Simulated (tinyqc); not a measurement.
What moves the results: Kane-Mele model of a buckled honeycomb layer in a normal field. A value that a table varies takes the place of the one given here.

Sublattices A and B lie at +/-b, so the field gives them the energies +/-D, D = e b Ez (in eV for b in angstrom and Ez in V/angstrom); 2 lam is the gap at zero field. Near the valleys tau = +/-1, for spin sz = +/-1: H = hbar v (tau qx sx + qy sy) + m sz_AB with m = D - tau sz lam, hbar v = (sqrt3/2) a t. On the lattice the spin-orbit term is the second-neighbour hopping i (lam/3 sqrt3) nu sz, nu = +/-1 by the sense of the turn. The filled band of one cone contributes tau sign(m)/2 to the Chern number, in the sense Omega = curl of i<u|grad u>. Rashba terms are left out.

Zigzag ribbon of N chains, sites A1, B1, A2, ...; k in 1/a. Bonds -2t cos(k/2) (A_n to B_n) and -t (B_n to A_(n+1)); diagonal +/-(D + 2 l2 sz sin k) on A and B; A_n to A_(n+1): -2 l2 sz sin(k/2), B_n to B_(n+1): the opposite; l2 = lam/(3 sqrt3).

Constants: kB = 8.617333262e-05 eV/K; hbar^2/2m0 = 3.80998211 eV angstrom^2.

Values chosen for the exercise (of the size used for stanene; not measured data): a = 4.66 angstrom (lattice constant); t = 1.28 eV (hopping); lam = 0.095 eV (spin-orbit half gap); b = 0.37 angstrom (half the buckling height); Ez = 0.43 V/angstrom (normal field at the atoms, after screening; 0.01 is 1 MV/cm, and gates reach some 0.05); N = 24 (chains).

## Edge bands of a zigzag ribbon

The two middle levels for each spin, and the weight of the upper one on the half of the ribbon that holds A1.

Middle levels (meV):
```
k/pi  up, lower  up, upper  up, weight  down, lower  down, upper  down, weight
0.6    -367.634    367.634        0.61     -275.622      275.622          0.53
0.7    -248.268    248.268        0.95      -74.269       74.269          0.91
0.8    -223.249    223.249        1.00      -94.483       94.483          1.00
0.9    -192.692    192.692        1.00     -125.003      125.003          1.00
1.0    -158.841    158.841        1.00     -158.841      158.841          1.00
1.1    -125.003    125.003        1.00     -192.692      192.692          1.00
1.2     -94.483     94.483        1.00     -223.249      223.249          1.00
1.3     -74.269     74.269        0.91     -248.268      248.268          0.95
1.4    -275.622    275.622        0.53     -367.634      367.634          0.61
```

From k/pi = 0.8 to 1.2 the upper level stays on one edge and the spacing of the pair is at least 188.97 meV. D > lam, so the edge bands need not cross: each leaves and rejoins the same bulk band. At k = pi the levels are -158.841 and 158.841 meV, with D = 159.100 meV and lam = 95 meV.

## Closing and reopening the gap

Ez = f lam/b. Gap 2 |D - lam|, second gap 2 (D + lam), Z2 index, and the temperature at which kB T equals the gap.

Against field:
```
f     Ez (V/angstrom)  gap (meV)  second gap (meV)  Z2  gap/kB (K)
0.00                0    190.000           190.000   1      2204.9
0.25           0.0642    142.500           237.500   1      1653.6
0.50            0.128     95.000           285.000   1      1102.4
0.75            0.193     47.500           332.500   1       551.2
0.90            0.231     19.000           361.000   1       220.5
1.10            0.282     19.000           399.000   0       220.5
1.50            0.385     95.000           475.000   0      1102.4
2.00            0.514    190.000           570.000   0      2204.9
3.00            0.770    380.000           760.000   0      4409.7
```

The gap closes at Ez = 0.2568 V/angstrom, 25.7 MV/cm at the atoms (the applied field must be larger by the screening), and is back at its zero-field size at twice that. At zero field it is 190.0 meV, above kB T at 300 K (25.9 meV).

## What each parameter does

Smaller and larger gap, hbar v, and the mass 2c|m|/(hbar v)^2 at the smaller gap, c = hbar^2/2m0. Each row changes one parameter from the base and keeps the others.

Results:
```
case                   smaller gap (meV)  larger gap (meV)  hbar v (eV angstrom)  mass (m0)
base                             128.200           508.200                5.1657    0.01830
a = 5.126 angstrom               128.200           508.200                5.6822    0.01513
t = 1.408 eV                     128.200           508.200                5.6822    0.01513
lam = 0.1045 eV                  109.200           527.200                5.1657    0.01559
Ez = 0.473 V/angstrom            160.020           540.020                5.1657    0.02285
```

The largest shifts from the base row, up to three for each result and ties (the steps differ in size, so this ranks the rows, not the parameters). smaller gap (meV): Ez +31.820, lam -19.000; unchanged at the printed digits by a and t. larger gap (meV): Ez +31.820, lam +19.000; unchanged at the printed digits by a and t. hbar v (eV angstrom): a +0.5166, t +0.5166; unchanged at the printed digits by lam and Ez. mass (m0): Ez +0.00454, a -0.00318, t -0.00318.

Run: tinyqc, `OMP_NUM_THREADS=1 python tinyqc.py 1481107 1481108 out.jsonl`; Intel(R) Xeon(R) Processor @ 2.30GHz, one thread, shared host; about 0.02 s of CPU time with all checks.
